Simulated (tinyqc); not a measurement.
Cluster expansion of a binary alloy: correlations, fit, cross-validation and ground states: one step, computed by the program tinyqc. Command: `OMP_NUM_THREADS=1 python tinyqc.py 3008917 3008918 out.jsonl clex walk`. One thread of a shared host (Intel(R) Xeon(R) Processor @ 2.30GHz), about 0.06 s of CPU time with the checks.

s = +1 for A and -1 for B. Energy per site E = J0 + J1 P(point) + sum over clusters of m V P, with P the mean product of spins; V > 0 on a pair favours unlike neighbours. Clusters per site m: pair 1 4, pair 2 3, pair 3 6, triplet 12; the triplet is two first-neighbour bonds closed by a second-neighbour bond. Formation energies are counted from the line between pure A and pure B, which removes J0 and J1.

Question. The random alloy and its short-range order. Random alloy: P(pair) = p^2, P(triplet) = p^3, p = 1 - 2x, so H_mix = (p^2 - 1) sum m V(pairs) + (p^3 - p) m Vt; G_mix = H_mix + k_B T [x ln x + (1 - x) ln(1 - x)]. To first order in 1/T the Warren-Cowley parameter of shell 1 is alpha_1 = -(1 - p^2) V_eff/(k_B T), V_eff = V1 + (number of triplets on a first-neighbour bond) p Vt, that number being 6.

Inputs (values chosen for the exercise, for a model alloy): first-pair interaction V1 = -17.9 meV; second-pair interaction V2 = 5.1 meV; third-pair interaction V3 = -0.00076 meV; triplet interaction Vt = 1.3 meV; temperature T = 1800 K; fraction x of B = 0.53.

Lattice: bcc.

Constants: k_B = 8.617333262e-05 eV/K.

Give: mixing enthalpy H_mix; mixing free energy G_mix; alpha_1.

Answer.

mixing enthalpy H_mix = 57.03 meV/site

mixing free energy G_mix = -50.20 meV/site

alpha_1 = 0.1180

alpha_1 > 0: like neighbours cluster.
